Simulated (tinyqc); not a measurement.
# Chemical vapour deposition: Grove model, boundary layer, depletion and step coverage, step by step

A worked calculation. Computed by tinyqc, a small Python program that keeps every step. Command: `OMP_NUM_THREADS=1 python tinyqc.py 3005889 3005890 out.jsonl cvd walk`. One thread of a shared host (Intel(R) Xeon(R) Processor @ 2.30GHz), about 0.01 s of CPU time with the checks. Intermediate numbers are printed to about 6 digits and carried at full precision; extremes and crossings named in words are read from the listed rows.

A precursor diffuses to the surface and reacts there at first order; each molecule that reacts adds one formula unit of film.

Inputs (values chosen for the exercise, close to those used for silicon dioxide from an alkoxysilane):
```
quantity,value,unit
prefactor k0 of k_s,3e+10,cm/s
activation energy E,1.9,eV
temperature T,750,C
total pressure p,59,torr
mole fraction of the precursor Y,0.0011,-
gas diffusivity D0 at 273.15 K and 760 torr,0.11,cm^2/s
film density N,2.2e+22,formula units/cm^3
precursor mass M,208,u
trench width w,0.74,um
aspect ratio of the trench,19,-
gas velocity U,26,cm/s
kinematic viscosity nu0 at 273.15 K and 760 torr,0.4,cm^2/s
susceptor length L,24,cm
channel height b,9.2,cm
```

Reactor: horizontal, reduced pressure.

Constants: k_B = 1.380649e-23 J/K; u = 1.6605390666e-27 kg; k_B = 8.617333262e-05 eV/K.

## Gas-phase and surface constants

k_s = k0 exp(-E/(k_B T)); C_g = Y p/(k_B T), 1 torr = 133.322 Pa; D = D0 (T/273.15)^1.75 (760/p). Temperatures in kelvin are T(C) + 273.15. Mean speed c = sqrt(8 k_B T/(pi M)); reactive sticking probability beta = 4 k_s/c.

surface rate constant k_s = 13.1281 cm/s

precursor density C_g = 6.12525e+14 1/cm^3

gas diffusivity D = 14.2905 cm^2/s

mean speed c = 32271.9 cm/s

sticking probability beta = 0.00162718

## Boundary layer

nu = nu0 (T/273.15)^1.75 (760/p); Re = U L/nu; mean boundary layer delta = (2/3) L/sqrt(Re), at most b/2; h_g = D/delta.

Reynolds number Re = 12.0080

boundary layer delta = 4.6 cm

mass-transfer coefficient h_g = 3.10662 cm/s

Caution: the boundary layer is capped at b/2, so U, L and nu no longer affect h_g.

## Growth rate at the inlet

Fluxes in series: C_s = C_g/(1 + k_s/h_g); growth rate G = k_s h_g/(k_s + h_g) C_g/N; 1 cm/s = 6e8 nm/min.

ratio k_s/h_g = 4.22585

C_s/C_g = 0.191357

growth rate G at the inlet = 41.9660 nm/min

Gas transport limits the rate, so the flow pattern sets uniformity.

## Depletion along the susceptor

Plug flow: U b dC/dx = -k_eff C with k_eff = k_s h_g/(k_s + h_g), so C falls as exp(-k_eff x/(U b)); the used share of the precursor is 1 - C(L)/C(0).

k_eff = 2.51215 cm/s

depletion length = 95.2173 cm

rate at the outlet over rate at the inlet = 0.777202

rate at the outlet = 32.6161 nm/min

22.3 % of the precursor is used.

## Reaction control against transport control

The formulas are those given above.

Rates:
```
T (C),k_s (cm/s),h_g (cm/s),G (nm/min),reaction limit (nm/min),transport limit (nm/min)
550,6.98672e-02,2.55864,1.4122,1.45073e+00,53.1278
600,3.23904e-01,2.69412,5.6600,6.34044e+00,52.7376
650,1.27174e+00,2.82864,16.2432,2.35461e+01,52.3718
700,4.33855e+00,2.96225,30.9178,7.62003e+01,52.0276
750,1.31281e+01,3.10662,41.9660,2.19308e+02,51.8968
800,3.58303e+01,3.37715,49.1545,5.70666e+02,53.7875
850,8.94285e+01,3.65730,53.4696,1.36091e+03,55.6563
900,2.06463e+02,3.94696,56.4257,3.00801e+03,57.5044
950,4.45143e+02,4.24604,58.7723,6.22031e+03,59.3329
```

The apparent activation energy of G is 1.72 eV between the first rows and 0.10 eV between the last, against E = 1.9 eV. k_s passes h_g between 650 and 700 C, where control shifts from the surface to the gas. In the reaction limit the slope is E - k_B T, because C_g falls as 1/T; any further lowering comes from transport. The transport limit turns upwards in the rows where delta has reached its cap b/2.

## Step coverage in a trench

In a long trench of width w and depth l = aspect ratio x w: Knudsen diffusivity D_K = (2w) c/3 (hydraulic diameter 2w), combined as 1/D_e = 1/D_K + 1/D; D_e d2C/dz2 = 2 k_s C/w with D_e dC/dz = -k_s C at the floor. With m = sqrt(2 k_s/(w D_e)): C(floor)/C(top) = 1/[cosh(m l) + (k_s/(D_e m)) sinh(m l)].

Knudsen diffusivity D_K = 1.59208 cm^2/s

effective diffusivity D_e = 1.43249 cm^2/s

modulus m l = 0.699744

step coverage = 0.788061

Gas collisions matter in the trench as well as wall collisions. Caution: the hydraulic-diameter form of D_K is rough for a slit.

Checks made by the program: step coverage against a numerical boundary-value solution (relative difference below 1e-10).
